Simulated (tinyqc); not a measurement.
A ladder of methods, and size consistency: correlation methods against full CI in the sto-6g basis, for H2, spin multiplicity 1. Computed by the program tinyqc with PySCF. All electrons correlated; +Q is the Davidson correction (1 - c0^2) E_corr. The last columns treat two copies 100 angstrom apart as one system. FCI is the lowest singlet.

Geometry (angstrom):
```
atom       x       y       z
H     0.0000  0.0000  0.0000
H     0.0000  0.0000  0.6450
```

RHF energy of one = -1.121176 hartree

Correlation energies (hartree):
```
method   E_corr of one  share of FCI (%)  E_corr of two at 100 angstrom  two minus twice one (mhartree)
MP2          -0.011106           66.2437                      -0.022211                          0.0000
CISD         -0.016765          100.0000                      -0.033235                          0.2951
CISD+Q       -0.016915          100.8957                      -0.033814                          0.0155
CCSD         -0.016765          100.0000                      -0.033530                          0.0000
CCSD(T)      -0.016765          100.0000                      -0.033530                          0.0000
FCI          -0.016765          100.0000                              -                               -
```

What does the comparison show, and why?

MP2 recovers 66 %, CISD 100.0 % and CCSD 100.0 % of the FCI value (c0^2 = 0.991 in CISD). MP2 and coupled cluster are size consistent, so their last column vanishes; CISD loses 0.30 mhartree, since a double excitation on each copy is a quadruple of the pair, and the Davidson correction leaves +0.02. With two electrons, or one virtual orbital, CISD and CCSD are exact for one copy, so +Q overshoots there.
